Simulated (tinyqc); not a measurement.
Quantum point contact as a saddle point: one step of the calculation.

Potential V0 - m wx^2 x^2/2 + m wy^2 y^2/2; energies are counted from V0. Mode n = 0, 1, ... transmits T_n(E) = 1/(1 + exp(-2 pi (E - E_n)/wx)), E_n = wy (n + 1/2); each mode carries 2 q^2/h.

Task. Transmissions at the Fermi level. At zero temperature g = G/(2 q^2/h) = sum T_n(mu); Fano factor sum T_n (1 - T_n)/sum T_n. Modes beyond those listed are in the sums but add less than 1e-4 to g.

Parameters, values chosen for the exercise:

| symbol | value | unit | meaning |
|---|---|---|---|
| wy | 5.1 | meV | transverse quantum hbar wy |
| wx | 2.7 | meV | curvature of the barrier hbar wx |
| mu | 11.3 | meV | Fermi level above the saddle point |

Constants: q = 1.602176634e-19 C, h = 6.62607015e-34 J s. Results are converted to the units shown.

Give: E_n; T_n; g; G; Fano factor.

Result.

```
mode,E_n (meV),T_n
0,2.550,1.0000
1,7.650,0.9998
2,12.750,0.0331
3,17.850,0.0000
```

g = 2.0329
G = 157.51 uS
Fano factor = 0.01585

Program tinyqc, `OMP_NUM_THREADS=1 python tinyqc.py 2740013 2740014 out.jsonl`; Intel Xeon 2.30GHz, shared host, one thread, about 0.04 s.
